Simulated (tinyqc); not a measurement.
Moving the second set by strain or alloying: electrons shared among three sets of ellipsoidal valleys.

F_j(eta) = (1/Gamma(j + 1)) integral_0^infinity x^j dx/(1 + exp(x - eta)), which tends to exp(eta) for eta << 0.

Sets L, Gamma, Delta: N_i = M_i times N = 2 (m kB T/(4 pi c))^(3/2) with c = hbar^2/2m0, in 1/angstrom^3; times 1e24 for 1/cm^3, m = (ml mt^2)^(1/3); n = sum_i N_i F_1/2((EF - dE_i)/kT), energies from the edge of the first set; mu_drift = sum of share times mobility.

Constants: hbar^2/2m0 = 3.80998211 eV angstrom^2; kB = 8.617333262e-05 eV/K.

Values chosen for the exercise (masses and offsets near those of Ge; mobilities are free inputs, held fixed; not measured data): dE = (0, 0.142, 0.202) eV (edges of L, Gamma, Delta above the first); M = (4, 1, 6) (valleys in each set); ml = (1.549, 0.042, 0.881) m0 (longitudinal masses of L, Gamma, Delta); mt = (0.0852, 0.042, 0.2002) m0 (transverse masses); mu = (4100, 23000, 1300) cm^2/(V s) (mobility of each set); n = 7.5e+16 1/cm^3 (total electron density); T = 400 K.

The second entry of dE is replaced by the values listed; a negative value puts that set lowest.

Populations:

| offset (eV) | EF (eV) | share L | share Gamma | share Delta | mu_drift |
|---|---|---|---|---|---|
| -0.100 | -0.1965 | 0.7302 | 0.2643 | 0.0055 | 9080 |
| -0.050 | -0.1887 | 0.9143 | 0.0788 | 0.0069 | 5569 |
| 0.000 | -0.1866 | 0.9729 | 0.0197 | 0.0074 | 4452 |
| 0.025 | -0.1862 | 0.9829 | 0.0097 | 0.0075 | 4262 |
| 0.050 | -0.1860 | 0.9878 | 0.0047 | 0.0075 | 4168 |
| 0.100 | -0.1859 | 0.9914 | 0.0011 | 0.0075 | 4100 |
| 0.150 | -0.1859 | 0.9922 | 0.0003 | 0.0075 | 4084 |
| 0.200 | -0.1859 | 0.9924 | 0.0001 | 0.0075 | 4080 |
| 0.300 | -0.1859 | 0.9925 | 0.0000 | 0.0075 | 4079 |

What does the comparison show?

The share of L goes from 0.730 to 0.992 and the mean mobility from 9080 to 4079 cm^2/(V s). L holds more than Gamma throughout. The share of Delta is at most 0.0075. With Boltzmann statistics the first two sets are equal at kT ln(N_2/N_1) = -0.1343 eV.

Computed by tinyqc, a small Python program: `OMP_NUM_THREADS=1 python tinyqc.py 1681545 1681546 out.jsonl` (the numbers bound the seed that draws the inputs); one thread of a shared host (Intel(R) Xeon(R) Processor @ 2.30GHz), about 0.01 s for the whole set of steps.
